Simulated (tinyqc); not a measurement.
Inside a calculation. Model: sputter depth profiling of a dopant layer: erosion rate, quantification and the mixing-roughness response. Computed by tinyqc, a small Python program that keeps every step. Command: `OMP_NUM_THREADS=1 python tinyqc.py 3024459 3024460 out.jsonl sims walk`. One thread of a shared host (Intel(R) Xeon(R) Processor @ 2.30GHz), about 0.03 s of CPU time with the checks. Intermediate numbers are printed to about 6 digits and carried at full precision; extremes and crossings named in words are read from the listed rows.

A rastered ion beam erodes silicon (49.94 atoms per nm^3). The measured profile is the true one convolved with a depth response.

Inputs (values chosen for the exercise, modelled on a dopant in silicon under an oxygen or caesium beam):
```
quantity,value,unit
beam energy E,1.2,keV
beam current,26,nA
raster side,400,um
sputter yield at 1 keV,0.59,-
mixing length at 1 keV,1.9,nm
roughness sigma,0.66,nm
depth of the top edge z0,34,nm
box width b,17,nm
box concentration C,3.7e+18,1/cm^3
relative sensitivity factor RSF,4.9e+20,1/cm^3
matrix count rate,1.6e+06,1/s
background count rate,1.4,1/s
counting time per point,2,s
level that defines the junction C_B,2e+17,1/cm^3
```

True profile: box.

Constants: e = 1.602176634e-19 C.

## Erosion and sensitivity

Scaling chosen for the exercise: yield Y = Y1 E^0.5, mixing length w = w1 E^0.5 (E in keV). Erosion rate = Y I/(e x raster^2 x density); depth step = rate x counting time; concentration = RSF x counts/matrix counts; detection limit = RSF x 3 sqrt(background x time)/(matrix rate x time).

yield Y = 0.646313

mixing length w = 2.08135 nm

erosion rate = 0.0131261 nm/s

depth step = 0.0262523 nm

detection limit = 7.68681e+14 1/cm^3

Caution: with so few background counts Poisson statistics, not 3 sqrt(N), set the true limit.

## Measured shape

Mixing alone turns a layer at z0 into (1/w) exp(-(z - z0 + w)/w) for z > z0 - w; roughness adds a Gaussian of width sigma. With x = z - z0 + w: g(x) = (1/(2w)) exp(sigma^2/(2 w^2) - x/w) erfc((sigma/w - x/sigma)/sqrt2), and its integral G(x) = (1/2) erfc(-x/(sigma sqrt2)) - w g(x). Measured: C [G(x) - G(x - b)]. Find the maximum, the full width at half maximum and the deep point where the profile falls to C_B; far down, the trailing edge decays by w ln(10) per decade.

depth of the maximum = 46.8531 nm

peak concentration = 3.69676e+18 1/cm^3

full width at half maximum = 17.0031 nm

apparent junction depth = 55.0956 nm

trailing slope = 4.79248 nm/decade

The true deep edge lies at 51 nm, so the junction appears 4.10 nm too deep. The peak reaches 99.9 % of the true concentration.

## Moments

Convolution adds means and variances: the response has mean 0 (shift -w plus exponential mean w) and variance w^2 + sigma^2; a box adds the mean b/2 and the variance b^2/12.

centroid = 42.5 nm

standard deviation = 5.37131 nm

maximum minus centroid = 4.35306 nm

The centroid stays at the true position while the maximum lies deeper, so depth is read from the centroid.

## Points of the profile

Counts = concentration x matrix rate x time/RSF + background x time; relative noise 1/sqrt(counts). Depths are z0 - w + k (w + sigma), k = -0.5, 0, 0.5, 1, 2, 3, 5, 8, 12.

Profile:
```
k,z (nm),measured (1/cm^3),counts,relative noise
-0.5,30.5480,7.31255e+15,5.05555e+01,0.140642
0.0,31.9187,3.88689e+17,2.54118e+03,0.019837
0.5,33.2893,1.69517e+18,1.10733e+04,0.009503
1.0,34.6600,2.65762e+18,1.73587e+04,0.007590
2.0,37.4013,3.42074e+18,2.23423e+04,0.006690
3.0,40.1427,3.62518e+18,2.36775e+04,0.006499
5.0,45.6254,3.69463e+18,2.41310e+04,0.006437
8.0,53.8494,3.63964e+17,2.37970e+03,0.020499
12.0,64.8148,1.87507e+15,1.50453e+01,0.257810
```

## Beam energy: resolution against speed

Width = full width at half maximum; the apparent junction is the deep point where the profile falls to C_B; time to profile to twice z0 = 2 z0/erosion rate, at fixed current.

Measured values:
```
E (keV),w (nm),peak (1/cm^3),width (nm),apparent junction (nm),time (min)
0.15,0.73587,3.69984e+18,17.0001,52.7068,244.211
0.25,0.95000,3.69987e+18,17.0001,53.0511,189.165
0.50,1.34350,3.69983e+18,17.0001,53.7386,133.760
1.00,1.90000,3.69824e+18,17.0016,54.7581,94.583
2.00,2.68701,3.68587e+18,17.0158,56.2293,66.880
4.00,3.80000,3.63437e+18,17.0912,58.3013,47.291
8.00,5.37401,3.49805e+18,17.3550,61.1145,33.440
```

From the highest to the lowest energy the width goes from 17.4 to 17.0 nm, towards the floor set by roughness and the box width 17 nm, and the junction error from 10.1 to 1.71 nm, at 7.3 times the time. Extrapolating the tail slope to zero energy separates mixing from real diffusion. Caution: the surface transient, segregation under the beam and the growth of roughness with depth are left out, and real yields fall faster near the sputter threshold.

Checks made by the program: dose under the measured profile (relative difference below 1e-10).
